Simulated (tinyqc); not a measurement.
Against the doping: grain-boundary trapping model (Seto) of a polycrystalline semiconductor film. Computed by tinyqc, a small Python program. Command: `OMP_NUM_THREADS=1 python tinyqc.py 3020760 3020761 out.jsonl poly walk`. One thread of a shared host (Intel(R) Xeon(R) Processor @ 2.30GHz), about 0.01 s of CPU time with the checks.

Grains of equal size L are joined by thin boundaries with one trap level. Trapped carriers deplete a width W on each side and raise a barrier, crossed by thermionic emission. Dopants are fully ionised, statistics are non-degenerate and mu_g does not depend on T.

Inputs (values chosen for the exercise, modelled on polycrystalline silicon):

| quantity | value | unit |
|---|---|---|
| permittivity eps | 11.7 | - |
| effective mass m | 0.43 | m_0 |
| effective density of states at 300 K, N_c | 2e+19 | 1/cm^3 |
| grain size L | 370 | nm |
| trap density Q_t | 5.1e+12 | 1/cm^2 |
| trap level E_t below the band edge | 0.34 | eV |
| mobility inside the grains mu_g | 110 | cm^2/(V s) |
| temperature T | 200 | K |

Grain interior: resistance included.

Constants: e = 1.602176634e-19 C; eps_0 = 8.8541878128e-12 F/m; k_B = 8.617333262e-05 eV/K; m_0 = 9.1093837015e-31 kg; k_B = 1.380649e-23 J/K.

Method:
- If all traps fill, the grain is just depleted at N* = Q_t/L, with the barrier e Q_t L/(8 eps eps_0).
- N_c(T) = N_c (T/300 K)^(3/2). Filled traps Q = Q_t/(1 + (1/2) exp((E_t* - E_F)/k_B T)), where E_t* = e V_B - E_t and E_F are counted from the band edge at the grain centre. Partial depletion: Q = 2 N W, V_B = e N W^2/(2 eps eps_0), E_F = k_B T ln(N/N_c); solve for W. If that W would exceed L/2 the grain is fully depleted: W = L/2, Q = N L, and E_F follows from the trap equation. Centre density n_0 = N_c exp(E_F/k_B T).
- Boundary: sigma_b = L e^2 n_0 exp(-e V_B/k_B T)/sqrt(2 pi m k_B T); drift through the grain, depleted parts included: rho_g = [(1 - 2W/L) + (2W/L) int_0^1 exp(y^2 s^2) ds]/(e n_0 mu_g); rho = 1/sigma_b + rho_g. Mean carrier density n_av = n_0 [(1 - 2W/L) + (2W/L) (sqrt(pi)/2) erf(y)/y], y = sqrt(e V_B/k_B T); effective mobility 1/(e n_av rho).

N* = 1.37838e+17 1/cm^3

The same film:

| N (1/cm^3) | W (nm) | V_B (V) | mean density (1/cm^3) | mobility (cm^2/(V s)) | rho (ohm cm) |
|---|---|---|---|---|---|
| 4.10e+15 | 185.00 | 0.10851 | 8.6490e+10 | 5.5345e+00 | 1.3039e+07 |
| 1.40e+16 | 160.12 | 0.27755 | 4.5591e+15 | 7.9487e-04 | 1.7223e+06 |
| 3.40e+16 | 103.93 | 0.28401 | 1.9069e+16 | 4.1531e-04 | 7.8812e+05 |
| 6.90e+16 | 73.56 | 0.28871 | 4.7505e+16 | 3.0761e-04 | 4.2712e+05 |
| 1.10e+17 | 58.54 | 0.29146 | 8.2696e+16 | 2.6522e-04 | 2.8458e+05 |
| 1.70e+17 | 47.26 | 0.29364 | 1.3589e+17 | 2.3811e-04 | 1.9289e+05 |
| 2.80e+17 | 36.94 | 0.29545 | 2.3606e+17 | 2.1983e-04 | 1.2028e+05 |
| 5.50e+17 | 26.37 | 0.29573 | 4.8838e+17 | 2.2343e-04 | 5.7199e+04 |
| 1.40e+18 | 16.12 | 0.28140 | 1.3048e+18 | 5.3008e-04 | 9.0245e+03 |
| 5.50e+18 | 4.64 | 0.09142 | 5.4151e+18 | 2.4297e+01 | 4.7439e-02 |

What follows from these numbers?

The barrier peaks among these rows at N = 5.5e17 (0.296 V) and the mobility has its minimum at 2.8e17; N* is 1.4e17. While the grain is fully depleted (W = L/2) V_B grows as N; once all traps are filled it falls as 1/N (last exponent -0.82). From 1.4e16 to 1.4e18 it is pinned, because the trap level has met E_F and the traps fill only in part. Partly depleted rows (W < L/2) with e V_B below 2 k_B T stretch the depletion approximation. Where N approaches N_c the non-degenerate statistics fail. rho drops most steeply, as N^-8.9, between 1.4e18 and 5.5e18.

Extremes, crossings and ranges named in words are read from the listed rows.
